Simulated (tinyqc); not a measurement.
Tunnelling through a two-layer gate stack, WKB transmission and Tsu-Esaki current: one step of the calculation.

Electrons leave the emitter at x = 0. Energies E (motion across the layers) are in eV from the emitter Fermi level; the collector Fermi level lies at -V and offers states at every E. No charge in the dielectric and no image force: F1 = V/(t1 + t2 eps1/eps2), F2 = F1 eps1/eps2; U = phi1 - F1 x in layer 1 and phi2 - F1 t1 - F2 (x - t1) in layer 2. With C = hbar^2/(2 m0), kappa = sqrt(m (U - E)/C) where U > E and 0 elsewhere; T(E) = exp(-S), S = 2 times the integral of kappa over x.

Task. WKB exponent in closed form. Each layer adds (2/F) sqrt(m/C) [G(u at its left edge) - G(u at its right edge)] to S, with u = U - E (0 where negative) and G(u) = (2/3) u^1.5. The slope follows from 1/d = -dS/dE.

Values chosen for this exercise; layer 1 close to silicon dioxide, layer 2 close to aluminium oxide:

| symbol | value | unit | meaning |
|---|---|---|---|
| phi1 | 3.17 | eV | barrier of layer 1 above the emitter Fermi level at zero bias |
| m1 | 0.48 | m0 | tunnelling mass of layer 1 |
| t1 | 1.1 | nm | thickness of layer 1 |
| eps1 | 3.87 |  | relative permittivity of layer 1 |
| phi2 | 2.59 | eV | barrier of layer 2 at zero bias |
| m2 | 0.41 | m0 | tunnelling mass of layer 2 |
| t2 | 2 | nm | thickness of layer 2 |
| eps2 | 8.65 |  | relative permittivity of layer 2 |
| V | 0.6 | V | voltage across the dielectric |
| E | 0 | eV | energy of the electron followed |

Constants: q = 1.602176634e-19 C, hbar = 1.054571817e-34 J s, m0 = 9.1093837015e-31 kg, hbar^2/(2 m0) = 0.0380998212 eV nm^2. Results are converted to the units shown.

Find: S; T(E); energy d over which T(E) grows by a factor e.

Result.

S = 32.657
T(E) = 6.5676e-15
energy d over which T(E) grows by a factor e = 0.14800 eV

The midpoint rule gives S = 32.657, so its T(E) is 0.020 % below this value. The band edge stays above E through the whole stack: direct tunnelling through a trapezoid.

Numbers from tinyqc (`OMP_NUM_THREADS=1 python tinyqc.py 2540154 2540155 out.jsonl`; about 0.05 s on one thread of a shared Intel Xeon 2.30GHz).
